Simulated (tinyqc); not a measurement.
## Internal loss and injection efficiency from two cavity lengths

Question. The differential efficiency of both facets obeys 1/eta_d = (1/eta)[1 + 2 ai Lc/ln(1/(R1 R2))]. Find eta and ai.

Inputs (values chosen for the exercise):

| symbol | value | unit | meaning |
|---|---|---|---|
| R1 | 0.3 |  | front reflectance |
| R2 | 0.32 |  | back reflectance |

differential efficiency at Lc = 250 and 625 um: [0.66756524, 0.52823398]

Solution. 1/eta_d is linear in Lc: the intercept is 1/eta, and slope over intercept is 2 ai/ln(1/(R1 R2)).

eta = 0.810
ai = 10.0 1/cm

Computed by the program tinyqc: `OMP_NUM_THREADS=1 python tinyqc.py 2840116 2840117 out.jsonl`, one thread of a shared Intel Xeon 2.30GHz, about 0.02 s for the whole run.
